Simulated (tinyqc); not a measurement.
p-n diode, drift-diffusion by the Gummel loop with Scharfetter-Gummel fluxes: two steps of the calculation.

Abrupt junction at x = 0, p side from -Lp, n side to Ln, ohmic contacts. psi is counted from the intrinsic level; n = ni exp((psi - phin)/Vt), p = ni exp((phip - psi)/Vt). Contacts: p side psi = V - Vt ln(Na/ni), p = Na, n = ni^2/Na; n side psi = Vt ln(Nd/ni), n = Nd, p = ni^2/Nd. Constant mobilities, D = mu Vt, Boltzmann statistics, SRH recombination through a mid-gap level, U = (n p - ni^2)/(tp (n + ni) + tn (p + ni)). Current is positive from the p contact to the n contact.

Values chosen for this exercise; band and dielectric values those of a made-up semiconductor:
- T = 300 K (temperature)
- eps_r = 13.5 (relative permittivity)
- Na = 3.1e16 cm^-3 (acceptor density of the p side)
- Nd = 1.2e16 cm^-3 (donor density of the n side)
- mun = 11000 cm^2/(V s) (electron mobility)
- mup = 260 cm^2/(V s) (hole mobility)
- tn = 1e-10 s (SRH lifetime of electrons)
- tp = 2e-7 s (SRH lifetime of holes)
- G = 0 cm^-3 s^-1 (uniform generation rate)
- V = 0.38 V (bias of the p contact)

Constants: q = 1.602176634e-19 C, kB = 1.380649e-23 J/K, Vt = kB T/q, eps0 = 8.8541878128e-14 F/cm where lengths are in cm. Results are converted to the units shown.

Question 1. Poisson equation. With phin and phip held, solve a_i (psi_(i+1) - psi_i) - a_(i-1) (psi_i - psi_(i-1)) + q w_i (p_i - n_i + C_i) = 0 for the inner nodes by Newton steps to convergence; a_i = eps0 eps_r/h_i, h_i = x_(i+1) - x_i, w_i = (h_(i-1) + h_i)/2, C = -Na or +Nd.

```
node	x (nm)	phin at the start (V)	phip at the start (V)
0	-600	0.38	0.38
1	-476	0	0.38
2	-365	0	0.38
3	-267	0	0.38
4	-179	0	0.38
5	-101	0	0.38
6	-31	0	0.38
7	31	0	0.38
8	144	0	0.38
9	352	0	0.38
10	732	0	0.38
11	1430	0	0.38
12	2700	0	0
```

ni = 2.4116534e10 cm^-3

Give: psi; n after Poisson; p after Poisson.

Answer 1.

```
node	psi (V)	n after Poisson (cm^-3)	p after Poisson (cm^-3)
0	0.01635	18762	3.1000e16
1	0.01635	4.5393e10	3.1000e16
2	0.01635	4.5395e10	3.0999e16
3	0.01637	4.5428e10	3.0976e16
4	0.01665	4.5920e10	3.0644e16
5	0.01999	5.2247e10	2.6933e16
6	0.05122	1.7488e11	8.0466e15
7	0.20478	6.6438e13	2.1180e13
8	0.32621	7.2857e15	1.9314e11
9	0.33879	1.1849e16	1.1876e11
10	0.33911	1.1999e16	1.1728e11
11	0.33911	1.2000e16	1.1726e11
12	0.33911	1.2000e16	48467
```

Question 2. Recombination and current. U_i as defined. J = Jn at the p contact + Jp at the n contact + q sum w_i U_i - q G sum w_i over the inner nodes, which avoids differences of large majority fluxes: Jn = (q mun Vt/h_0)[n_1 B(d_0) - n_0 B(-d_0)], Jp = (q mup Vt/h_last)[p_(N-1) B(d_last) - p_N B(-d_last)], d_i = (psi_(i+1) - psi_i)/Vt, B(d) = d/(exp(d) - 1), w_i = (h_(i-1) + h_i)/2.

```
node	x (nm)	converged psi (V)	converged n (cm^-3)	converged p (cm^-3)
0	-600	0.01635026	18761.523	3.1e16
1	-476	0.01635025	1.0430383e10	3.0999953e16
2	-365	0.01635125	1.9815557e10	3.0998715e16
3	-267	0.01637004	2.8189655e10	3.0976158e16
4	-179	0.01664876	3.6121042e10	3.0643962e16
5	-101	0.01998568	4.8361243e10	2.6933125e16
6	-31	0.05121768	1.7390692e11	8.0465867e15
7	31	0.20477694	6.6434372e13	2.1179547e13
8	144	0.32621476	7.2857265e15	1.9199990e11
9	352	0.33878699	1.1848900e16	1.1028278e11
10	732	0.33911216	1.1998911e16	9.1169337e10
11	1430	0.33911449	1.2000056e16	5.8636060e10
12	2700	0.33911411	1.2e16	48467.268
```

ni = 2.4116534e10 cm^-3

Wanted: U; Jn at the p contact; Jp at the n contact; recombination; generation; J.

Answer 2.

U, node 0 to 12 (cm^-3 s^-1): 0  1.041e20  1.976e20  2.809e20  3.598e20  4.810e20  1.657e21  1.058e20  9.600e17  5.514e17  4.558e17  2.932e17  0
Jn at the p contact = 0.03832 A/cm^2
Jp at the n contact = 4.972e-4 A/cm^2
recombination = 0.003909 A/cm^2
generation = 0 A/cm^2
J = 0.04273 A/cm^2

Computed by the program tinyqc: `OMP_NUM_THREADS=1 python tinyqc.py 2240097 2240098 out.jsonl`, one thread of a shared Intel Xeon 2.30GHz, about 0.1 s for the whole run.
